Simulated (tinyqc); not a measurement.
Inside a calculation. Model: thermoelectric coefficients of one resonant level, Landauer integrals.

tinyqc, about 0.02 s, one thread, Intel Xeon 2.30GHz (shared host): `OMP_NUM_THREADS=1 python tinyqc.py 2800030 2800031 out.jsonl` Printed values are rounded.

Transmission X(x) = (g/2)^2/[(x - y)^2 + (g/2)^2] with x = (E - EF)/kB T, two spin channels. I_k = int X x^k w dx over all x, w = 1/(4 cosh^2(x/2)).

Values chosen for this exercise:
- T = 30 K (temperature)
- g = 0.1 (full width of the level over kB T)
- y = -2.8 (level position (E0 - EF)/kB T)
- kp = 0.035 (phonon heat conductance in units of pi^2 kB^2 T/(3 h))

Constants: q = 1.602176634e-19 C, kB = 1.380649e-23 J/K, h = 6.62607015e-34 J s. Results are converted to the units shown.

## Coefficients

converged I_0, I_1, I_2: [0.00868926, -0.0233386, 0.0650509]

G = (2 q^2/h) I_0, S = -(kB/q) I_1/I_0, L/L0 = [I_2/I_0 - (I_1/I_0)^2]/(pi^2/3), K_e = (2 kB^2 T/h)(I_2 - I_1^2/I_0), ZT = G S^2 T/(K_e + K_ph), K_ph = kp pi^2 kB^2 T/(3 h).

G = 0.673252 uS
S = 231.455 uV/K
L/L0 = 0.0827380
K_e = 0.0408252 pW/K
ZT = 1.04584
ZT without phonons = 26.5034

The level lies below EF, so S is positive (hole-like). A level of zero width would give -(kB/q) y = 241 uV/K; S is 4.1 % below that in size.

## Two limits for S

Narrow level: S = -(kB/q) y. Mott formula: S = -(pi^2/3)(kB/q) d ln X/dx at x = 0 = -(pi^2/3)(kB/q) 2 y/[y^2 + (g/2)^2].

narrow-level S = 241.285 uV/K
Mott S = 202.435 uV/K

The integrals give 231 uV/K; the Mott value is 13 % below that in size.
